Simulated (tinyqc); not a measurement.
Schottky barrier with interface states (Cowley-Sze model), image lowering and contact resistance: one step, computed by the program tinyqc. Command: `OMP_NUM_THREADS=1 python tinyqc.py 3030720 3030721 out.jsonl pinning walk`. One thread of a shared host (Intel(R) Xeon(R) Processor @ 2.30GHz), about 0.01 s of CPU time with the checks.

An n-type semiconductor under a metal. The barrier lies between the Schottky-Mott limit phi_M - chi and the Bardeen limit E_g - E_n, E_n being the neutrality level of the interface states; the space-charge term of the full Cowley-Sze expression is left out.

Question. Depletion layer and image lowering under reverse bias. N_c = 2 M_c (2 pi m_e k_B T/h^2)^(3/2); xi = E_c - E_F solves N = N_c F_1/2(-xi/k_B T) (bisection; full ionisation). F_1/2(eta) = (2/sqrt(pi)) int_0^infinity sqrt(x)/(1 + exp(x - eta)) dx, by the trapezoid rule in t = sqrt(x) with step 0.02 up to t = 12 (for eta < -12 by exp(eta) - exp(2 eta)/2^(3/2)). V_bi = phi_B - xi; W = sqrt(2 eps_s eps_0 (V_bi + V_r - k_B T/e)/(e N)); field at the metal E_m = e N W/(eps_s eps_0); image lowering sqrt(e E_m/(4 pi eps_s eps_0)).

Inputs (values chosen for the exercise, with gap, mass and screening modelled on GaAs):

| quantity | value | unit |
|---|---|---|
| dielectric constant eps_s | 12.9 | - |
| electron mass m_e | 0.0667 | m_0 |
| valleys M_c | 1 | - |
| donor density N | 2.7e+15 | cm^-3 |
| temperature T | 300 | K |
| reverse bias V_r | 4.8 | V |

Pinning factor from: Moench relation.

barrier phi_B = 0.6445455 eV

Constants: k_B = 8.617333262e-05 eV/K; m_0 = 9.1093837015e-31 kg; k_B = 1.380649e-23 J/K; h = 6.62607015e-34 J s; eps_0 = 8.8541878128e-12 F/m; e = 1.602176634e-19 C.

Give: N_c; xi; built-in voltage V_bi; depletion width W; field E_m; image lowering.

Answer.

N_c = 4.323e+17 cm^-3

xi = 0.1312 eV

built-in voltage V_bi = 0.5134 V

depletion width W = 1671 nm

field E_m = 63286 V/cm

image lowering = 0.02658 eV
